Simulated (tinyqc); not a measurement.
Dopants and charged point defects at anneal temperature: Fermi-level effect, clustering and pairing: one step, computed by the program tinyqc.

Boltzmann statistics and full ionisation of active dopants. Energies are counted from the valence band; the defect (a vacancy or self-interstitial) has five charge states, with all degeneracy factors one.

Task: The host at the anneal temperature. E_g = E_g0 - alpha T^2/(T + beta). N_c = 2 M_c (2 pi m_e k_B T/h^2)^(3/2) and N_v = 2 (2 pi m_h k_B T/h^2)^(3/2), masses in units of m_0. n_i = sqrt(N_c N_v) exp(-E_g/2 k_B T); E_i = E_g/2 + (k_B T/2) ln(N_v/N_c).

Inputs (values chosen for the exercise, with bands modelled on silicon):
```
quantity,value,unit
gap at 0 K E_g0,1.16,eV
Varshni alpha,0.000491,eV/K
Varshni beta,638,K
electron mass m_e,0.319,m_0
valleys M_c,6,-
hole mass m_h,0.792,m_0
anneal temperature T,850,K
```

Dopant: donor. Second part: clustering of the dopant.

Constants: m_0 = 9.1093837015e-31 kg; k_B = 1.380649e-23 J/K; h = 6.62607015e-34 J s; k_B = 8.617333262e-05 eV/K.

Give: E_g; k_B T; n_i; E_i; effective density of states N_b of the majority band.

Result:

E_g = 0.9216 eV

k_B T = 0.07325 eV

n_i = 1.936e+17 cm^-3

E_i = 0.4451 eV

effective density of states N_b of the majority band = 1.294e+20 cm^-3
